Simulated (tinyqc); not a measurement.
## Threshold-voltage variability of a planar MOSFET, analytic estimates: effect of the oxide-equivalent thickness in inversion

Three independent sources add in quadrature: random dopants in the depleted layer, metal-gate grains of two orientations, and roughness of the two gate edges acting through the roll-off VT = VT(long) - Vr exp(-L/l). These are first-order estimates: no three-dimensional electrostatics, no percolation.

ni = sqrt(Nc Nv) exp(-Eg/(2 Vt)), Eg in volts; Cox = 3.9 eps0/ti; Wd = sqrt(4 eps0 eps_r Vt ln(Na/ni)/(q Na)); dopants: s1 = (q/Cox) sqrt(Na Wd/(3 L W)). Grains: Ng = L W/G^2 (at least 1), s2 = dW sqrt(p (1 - p)/Ng). Edges, with exponential correlation and u = W/La: the mean gate length has sL^2 = 2 De^2 (2/u)[1 - (1 - exp(-u))/u]; s3 = sL (Vr/l) exp(-L/l). s = sqrt(s1^2 + s2^2 + s3^2). l and Vr are held fixed.

Inputs (values chosen for the exercise); material values close to those of silicon:
- T = 293 K (temperature)
- Eg = 1.1 eV (band gap)
- eps_r = 11.8 (relative permittivity of the semiconductor)
- Nc = 2.75e19 cm^-3 (conduction-band density of states at T)
- Nv = 2.58e19 cm^-3 (valence-band density of states at T)
- Na = 5e17 cm^-3 (channel doping)
- L = 20 nm (gate length)
- W = 80 nm (gate width)
- G = 10 nm (metal grain size)
- dW = 0.1 eV (work-function difference of the two grain orientations)
- p = 0.6 (share of the orientation of higher work function)
- De = 1.3 nm (rms roughness of one gate edge)
- La = 30 nm (correlation length of the roughness)
- l = 4.6 nm (decay length of the threshold roll-off)
- Vr = 1.9 V (prefactor of the roll-off)

Constants: q = 1.602176634e-19 C, kB = 1.380649e-23 J/K, Vt = kB T/q, eps0 = 8.8541878128e-14 F/cm where lengths are in cm. Results are converted to the units shown.

The same in every row: s2 (mV) = 12.25; s3 (mV) = 6.864.

Results:
```
ti (nm)	s1 (mV)	s (mV)	s sqrt(L W) (mV um)
0.8	8.337	16.33	0.6531
1.2	12.51	18.80	0.7521
1.6	16.67	21.80	0.8719
2.4	25.01	28.68	1.147
2.8	29.18	32.38	1.295
3.2	33.35	36.18	1.447
```

Estimate the missing row, ti = 2 nm.

Computed row:
```
ti (nm)	s1 (mV)	s (mV)	s sqrt(L W) (mV um)
2	20.84	25.13	1.005
```

With this row back in the table: As ti goes from 0.8 to 3.2 nm, s rises from 16.3 to 36.2 mV. The largest source is the grains in the first row and the dopants in the last. s1 goes on average as ti^(1.00). In every row the depletion depth exceeds L, so source and drain share much of the charge and s1 is rough.

Numbers from tinyqc (`OMP_NUM_THREADS=1 python tinyqc.py 2090157 2090158 out.jsonl`; about 0.01 s on one thread of a shared Intel Xeon 2.30GHz).
